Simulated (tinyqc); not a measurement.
Ion-assisted plasma etching: sheath, surface coverage, synergy and aspect-ratio dependence: one step, computed by the program tinyqc. Command: `OMP_NUM_THREADS=1 python tinyqc.py 3022875 3022876 out.jsonl etch walk`. One thread of a shared host (Intel(R) Xeon(R) Processor @ 2.30GHz), about 0.08 s of CPU time with the checks.

Radicals adsorb on bare sites; ions remove covered sites with a high yield and bare sites by sputtering; a slow spontaneous reaction acts everywhere, walls included.

Task: Yields. Yields: Y = b (sqrt(E) - sqrt(E_th)) on covered sites, Y_p = b_p (sqrt(E) - sqrt(E_p)) on bare ones (zero below threshold).

Inputs (values chosen for the exercise, close to those used for silicon in a halogen plasma): yield slope b = 0.39 eV^(-1/2); threshold E_th = 21 eV; sputter slope b_p = 0.029 eV^(-1/2); sputter threshold E_p = 39 eV.

Feature: round hole.

ion energy E = 791.85 eV

Give: yield Y; sputter yield Y_p.

Result:

yield Y = 9.187

sputter yield Y_p = 0.6350

Caution: a sheath of several millimetres is collisional at usual pressures, which lowers the ion energy and widens the angles.
